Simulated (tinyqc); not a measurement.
MP2 on RHF in the 6-31g basis, for H2, spin multiplicity 1, step by step. One step of it, computed by the program tinyqc.

Task: Second-order Moller-Plesset energy. E2 = sum_ijab (ia|jb) [2 (ia|jb) - (ib|ja)] / (e_i + e_j - e_a - e_b) over occupied i, j and virtual a, b; the opposite-spin part is (ia|jb)^2 / denominator, the rest is same-spin, and SCS-MP2 scales them by 6/5 and 1/3.

orbital energies (hartree): MO1 -0.513244, MO2 0.150537, MO3 0.934839, MO4 1.125593

Two-electron integrals over orbitals (pq|rs), unique and non-zero (hartree):
```
(11|11) 0.552918    (21|21) 0.112404    (22|11) 0.440260    (22|22) 0.403652
(31|11) 0.127809    (31|22) 0.070964    (31|31) 0.091005    (32|21) 0.016548
(32|32) 0.039520    (33|11) 0.498256    (33|22) 0.406294    (33|31) 0.117974
(33|33) 0.474875    (41|21) -0.079827   (41|32) -0.052902   (41|41) 0.105279
(42|11) -0.134496   (42|22) -0.075168   (42|31) -0.081055   (42|33) -0.121310
(42|42) 0.083763    (43|21) -0.125686   (43|32) -0.045173   (43|41) 0.123953
(43|43) 0.180168    (44|11) 0.552532    (44|22) 0.447617    (44|31) 0.163753
(44|33) 0.526524    (44|42) -0.159644   (44|44) 0.610593
```

Hartree-Fock energy = -1.08252626 hartree

Give: Terms; Pair energies; MP2 correlation energy; SCS-MP2 correlation energy; MP2 total energy.

Result:

Terms:
```
i  j  a  b  (ia|jb)  (ib|ja)  denominator     term
1  1  2  2   0.1124   0.1124      -1.3276  -0.0095
1  1  4  4   0.1053   0.1053      -3.2777  -0.0034
1  1  3  3   0.0910   0.0910      -2.8962  -0.0029
1  1  4  2  -0.0798  -0.0798      -2.3026  -0.0028
1  1  2  4  -0.0798  -0.0798      -2.3026  -0.0028
```

Pair energies (hartree; pair i-j sums ij and ji):
```
pair  opposite spin  same spin
1-1         -0.0213          0
```

MP2 correlation energy = -0.021293 hartree

SCS-MP2 correlation energy = -0.025552 hartree

MP2 total energy = -1.103819 hartree
